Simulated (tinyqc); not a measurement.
Mobility of a non-polar semiconductor in the relaxation-time approximation: one step, computed by the program tinyqc. Command: `OMP_NUM_THREADS=1 python tinyqc.py 3011308 3011309 out.jsonl rta walk`. One thread of a shared host (Intel(R) Xeon(R) Processor @ 2.30GHz), about 0.01 s of CPU time with the checks.

Each valley is treated as a sphere of mass m_d for states and rates, with one isotropic relaxation time; the conductivity mass m_c sets the current.

Task: Masses. m_d = (m_l m_t^2)^(1/3); 1/m_c = (1/m_l + 2/m_t)/3; Hall mass factor A = 3 K_m (K_m + 2)/(2 K_m + 1)^2, K_m = m_l/m_t; N_I = n (1 + C)/(1 - C).

Inputs (values chosen for the exercise, modelled on electrons in silicon):
```
quantity                 value    unit
longitudinal mass m_l    0.942     m_0
transverse mass m_t      0.188     m_0
carrier density n      1.4e+14  1/cm^3
compensation ratio C         0       -
```

Band: parabolic. Impurity formula: Brooks-Herring. Further scattering: alloy.

Give: density-of-states mass m_d; conductivity mass m_c; Hall mass factor A; ionised impurity density N_I.

Result:

density-of-states mass m_d = 0.3217 m_0

conductivity mass m_c = 0.2564 m_0

Hall mass factor A = 0.8676

ionised impurity density N_I = 1.40e+14 1/cm^3
